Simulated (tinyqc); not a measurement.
UHF in the sto-6g basis, for Be, spin multiplicity 1, step by step (part 2 of 2). Computed by tinyqc, a small Python program that keeps every step (integrals from PySCF). Command: `OMP_NUM_THREADS=1 python tinyqc.py 24369 24370 out.jsonl` (the two numbers bound the seeds that draw the settings). One thread of a shared host (Intel(R) Xeon(R) Processor @ 2.60GHz), about 0.06 s of CPU time with the checks.

Geometry (angstrom):
```
atom         x         y         z
Be    0.000000  0.000000  0.000000
```

## Convergence

Stop when the energy changes by less than 1e-10 hartree and every element of the error matrix X^T (F D S - S D F) X (for each spin) is below 3e-06.

Course of the cycle:
```
iteration   E (hartree)     change  largest element of the error matrix
1          -14.50001833          -                             6.22e-02
2          -14.50322713  -3.21e-03                             1.01e-02
3          -14.50382490  -5.98e-04                             7.27e-03
4          -14.50419114  -3.66e-04                             5.82e-03
5          -14.50443619  -2.45e-04                             4.80e-03
6          -14.50460512  -1.69e-04                             4.02e-03
7          -14.50472433  -1.19e-04                             3.40e-03
8          -14.50481011  -8.58e-05                             2.90e-03
9          -14.50487285  -6.27e-05                             2.49e-03
10         -14.50491937  -4.65e-05                             2.15e-03
11         -14.50495427  -3.49e-05                             1.87e-03
12         -14.50498072  -2.65e-05                             1.63e-03
13         -14.50500094  -2.02e-05                             1.43e-03
14         -14.50501652  -1.56e-05                             1.26e-03
...                 ...        ...                                  ...
44         -14.50507411  -2.24e-08                             4.85e-05
45         -14.50507412  -1.83e-08                             4.38e-05
46         -14.50507414  -1.49e-08                             3.95e-05
47         -14.50507415  -1.22e-08                             3.57e-05
48         -14.50507416  -9.92e-09                             3.23e-05
49         -14.50507417  -8.09e-09                             2.91e-05
50         -14.50507418  -6.61e-09                             2.63e-05
51         -14.50507418  -5.39e-09                             2.38e-05
52         -14.50507418  -4.40e-09                             2.15e-05
53         -14.50507419  -3.59e-09                             1.94e-05
54         -14.50507419  -2.93e-09                             1.75e-05
55         -14.50507419  -2.39e-09                             1.59e-05
56         -14.50507420  -1.96e-09                             1.43e-05
57         -14.50507420  -1.60e-09                             1.29e-05
```

PySCF UHF in the same basis, after a stability check = -14.50336112 hartree

Not converged within the cap of 57 iterations: the residual falls steadily but slowly, by a factor of about 0.90 a step. Reruns (cap 100 unless said): DIIS 8: converged in 12; damping 0.5: not converged; level shift 0.5: not converged; atomic densities as start, DIIS 8: converged in 3; the original settings with a cap of 400: converged in 72.
